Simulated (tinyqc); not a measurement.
Potential-pH (Pourbaix) lines of a metal, its cation, its oxide and an oxyanion, with a complexing ligand: one step, computed by the program tinyqc. Command: `OMP_NUM_THREADS=1 python tinyqc.py 3009010 3009011 out.jsonl pourb walk`. One thread of a shared host (Intel(R) Xeon(R) Processor @ 2.30GHz), about 0.01 s of CPU time with the checks.

Potentials are against the standard hydrogen electrode; solids and water have unit activity; dG_f of M, H+ and the electron is zero; F = e N_A and s = R T ln(10)/F. The cation carries z = 2.

Problem. Vertical lines. M2+ + 2e = M; MO + 2H+ + 2e = M + H2O; MO2(2-) + 4H+ + 2e = M + 2H2O. For each, E0 = -dG/(z F), and E = E0 + (s/z) log10 a - (s n_H/z) pH, with no activity term for the oxide. Two oxidised species coexist where their lines against the metal cross: pH1 (cation/oxide) = [E0(oxide) - E0(cation)]/s - (log10 a)/z; pH2 (oxide/oxyanion) = {[E0(oxyanion) - E0(oxide)]/s + (log10 a)/z}/(4/z - 1).

Inputs (values chosen for the exercise, modelled on copper): temperature T = 298.15 K; log10 of the dissolved activity a = -6.

Species: M, M2+, MO, MO2(2-).

E0 (V): cation 0.343938, oxide 0.561432, oxyanion 1.421771

s = 0.05915935 V

Give: pH1; pH2; width of the oxide field, pH2 - pH1.

Solution.

pH1 = 6.676

pH2 = 11.54

width of the oxide field, pH2 - pH1 = 4.866

The oxide is stable from pH 6.68 to 11.54; each decade less of dissolved metal narrows this field by 1.00 pH units.
